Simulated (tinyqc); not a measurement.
From results back to parameters: two-band massive Dirac model of the K valleys. Two cases, with inputs chosen for the exercise.

Problem. In the valley model H = [[D/2, a t (kx - i ky)], [a t (kx + i ky), -D/2 + lam sz]], sz = +/-1, a t is hbar v. The gaps of the two spins, A and B, are G = D - lam and D + lam, the band-edge mass of A is c (D - lam)/(a t)^2, c = hbar^2/2m0, and its Berry curvature at the edge is 2 (a t)^2/G^2 in size. The values below come from hidden D, lam and t.

Constants: hbar^2/2m0 = 3.80998211 eV angstrom^2.

Case 1.

Values chosen (out of a larger set: near those used for monolayer MoS2; not measured data): a = 3.201 angstrom (lattice constant).

gaps (eV): A 1.5270, B 1.6730

mass of A = 0.469251 m0

Case 2.

Values chosen (out of a larger set: near those used for monolayer MoSe2; not measured data): a = 3.308 angstrom (lattice constant).

gaps (eV): A 1.3230, B 1.4770

mass of A = 0.532581 m0

Find: D, lam, t; |Omega| at the A edge.

Solution. The mean of the gaps is D and half their difference lam; a t = sqrt(c G_A/m). The curvature 2 (a t)^2/G^2 equals 2c/(m G).

Case 1.

D, lam, t (eV): 1.600  0.073  1.100

|Omega| at the A edge = 10.634 angstrom^2

Case 2.

D, lam, t (eV): 1.400  0.077  0.930

|Omega| at the A edge = 10.815 angstrom^2

Computed by tinyqc, one run a case: `OMP_NUM_THREADS=1 python tinyqc.py N N+1 out.jsonl` with N = 1480658, 1480682; one thread of a shared Intel(R) Xeon(R) Processor @ 2.30GHz, about 0.01 s a run at most.
